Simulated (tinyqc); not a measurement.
Changing the acceptor depth E_A: charge neutrality of a doped semiconductor with incomplete ionisation. Computed by tinyqc, a small Python program. Command: `OMP_NUM_THREADS=1 python tinyqc.py 3019235 3019236 out.jsonl dopant sweep`. One thread of a shared host (Intel(R) Xeon(R) Processor @ 2.30GHz), about 0.04 s of CPU time with the checks.

Energies are counted from the top of the valence band; E_D is measured down from the conduction band and E_A up from the valence band.

Inputs (values chosen for the exercise, modelled on 4H-SiC):

| quantity | value | unit |
|---|---|---|
| gap at 0 K E_g0 | 3.29 | eV |
| Varshni alpha | 0.000327 | eV/K |
| Varshni beta | 705 | K |
| electron mass m_e | 0.383 | m_0 |
| valleys M_c | 3 | - |
| hole mass m_h | 1.98 | m_0 |
| donor density N_D | 8.7e+17 | cm^-3 |
| acceptor density N_A | 2e+19 | cm^-3 |
| donor depth E_D | 0.0621 | eV |
| donor degeneracy g_D | 2 | - |
| acceptor degeneracy g_A | 4 | - |
| static dielectric constant eps_s | 9.57 | - |
| temperature T | 250 | K |
| iteration cap | 60 | - |

Doping: p-type, compensated. Statistics of the bands: Fermi-Dirac. Solver: Newton steps on the logarithm. Start of Newton steps: intrinsic level E_i.

Constants: m_0 = 9.1093837015e-31 kg; k_B = 1.380649e-23 J/K; h = 6.62607015e-34 J s; k_B = 8.617333262e-05 eV/K.

Method:
- E_g = E_g0 - alpha T^2/(T + beta).
- N_c = 2 M_c (2 pi m_e k_B T/h^2)^(3/2) and N_v = 2 (2 pi m_h k_B T/h^2)^(3/2), masses in units of m_0.
- n_i = sqrt(N_c N_v) exp(-E_g/(2 k_B T)); E_i = E_g/2 + (k_B T/2) ln(N_v/N_c).
- n = N_c F_1/2((E_F - E_g)/k_B T), p = N_v F_1/2(-E_F/k_B T).
- F_1/2(eta) = (2/sqrt(pi)) int_0^infinity sqrt(x)/(1 + exp(x - eta)) dx, by the trapezoid rule in t = sqrt(x) with step 0.02 up to t = 12 (for eta < -12 by exp(eta) - exp(2 eta)/2^(3/2)).
- N_D+ = N_D/(1 + g_D exp((E_F - E_g + E_D)/k_B T)).
- N_A- = N_A/(1 + g_A exp((E_A - E_F)/k_B T)).
- Neutrality: p + N_D+ = n + N_A-; the log ratio is ln[(p + N_D+)/(n + N_A-)].
- Newton steps from the start named, with the slope from a central difference of 1e-6 eV; the function is the log ratio y = ln[(p + N_D+)/(n + N_A-)]; the bracket -0.3 to E_g + 0.3 eV is narrowed by the sign of y at each step, and a step that would leave it is replaced by its midpoint; stop when |log ratio| < 1e-9.

One run for each value:

| acceptor depth E_A (eV) | majority density p (cm^-3) | ionised share of the acceptors | distance of E_F from the majority band edge (eV) |
|---|---|---|---|
| 0.010 | 8.6638e+18 | 0.47669 | 0.03786 |
| 0.018 | 7.5471e+18 | 0.42086 | 0.04099 |
| 0.032 | 5.7955e+18 | 0.33327 | 0.04693 |
| 0.058 | 3.3219e+18 | 0.20960 | 0.05927 |
| 0.100 | 1.1391e+18 | 0.10046 | 0.08264 |
| 0.190 | 4.1169e+16 | 0.04556 | 0.15433 |
| 0.330 | 6.5072e+13 | 0.04350 | 0.29329 |
| 0.600 | 2.3467e+08 | 0.04350 | 0.56329 |

Describe the trends.

Over the rows, majority density p (cm^-3) falls from 8.66e18 to 2.35e8 (exponent d ln y / d ln x -0.23 between the first rows and -21 between the last); ionised share of the acceptors falls from 0.477 to 0.0435; distance of E_F from the majority band edge (eV) rises from 0.0379 to 0.563 (exponent d ln y / d ln x 0.14 between the first rows and 1.1 between the last).

Caution (rows 0.0100, 0.0180, 0.0320, 0.0580, 0.100): N^(1/3) a is above 0.2 for the radius a = e^2/(8 pi eps_0 eps_s E) of the dopant: near the Mott value, 0.26, the level broadens, and above it the level has merged with the band and all dopants are ionised, so such results of a fixed depth are only formal.
